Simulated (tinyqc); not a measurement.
Junctionless gate-all-around wire, depletion approximation: two steps of the calculation.

A uniformly doped n-type wire of radius R under a surrounding gate; long channel. Below flat band a shell from radius rc to R is fully depleted and the neutral core, at channel potential V (0 at the source, Vd at the drain), carries the current with constant mobility; s = (rc/R)^2 is the share of the cross-section that conducts. The edge of the depleted shell is taken as abrupt, so there is no subthreshold current.

Parameters, values chosen for the exercise; material values those of a made-up semiconductor: relative permittivity of the semiconductor eps_r = 11.5; relative permittivity of the gate insulator eox = 9; insulator thickness tox = 4.9 nm; wire radius R = 5 nm; donor density Nd = 2.2e19 cm^-3; flat-band voltage Vfb = 0.77 V; gate voltage Vg = 0.47 V.

Constants: q = 1.602176634e-19 C, eps0 = 8.8541878128e-14 F/cm where lengths are in cm. Results are converted to the units shown.

Problem 1. Voltages that deplete the wire. Cox = eps0 eox/(R ln(1 + tox/R)); A = q Nd R^2/(4 eps0 eps_r); B = q Nd R/(2 Cox); VT = Vfb - A - B.

Give: Cox; A; B; VT.

Solution 1.

Cox = 2.3331 uF/cm^2
A = 0.21635 V
B = 0.37769 V
VT = 0.17596 V

Of the 0.594 V needed, 63.6 % drops over the insulator. The device is normally off.

Problem 2. Conducting share at the source by Newton steps. With V = 0: f = A (1 - s + s ln s) + B (1 - s) - (Vfb - Vg); f' = A ln s - B; s(new) = s - f/f'.

s after iteration 1 = 0.28396514
A = 0.21635479 V
B = 0.37768882 V

Find: f; f'; s after iteration 2.

Solution 2.

f = 0.048012 V
f' = -0.65006 V
s after iteration 2 = 0.35782

tinyqc, about 0.01 s, one thread, Intel Xeon 2.30GHz (shared host): `OMP_NUM_THREADS=1 python tinyqc.py 2460032 2460033 out.jsonl`
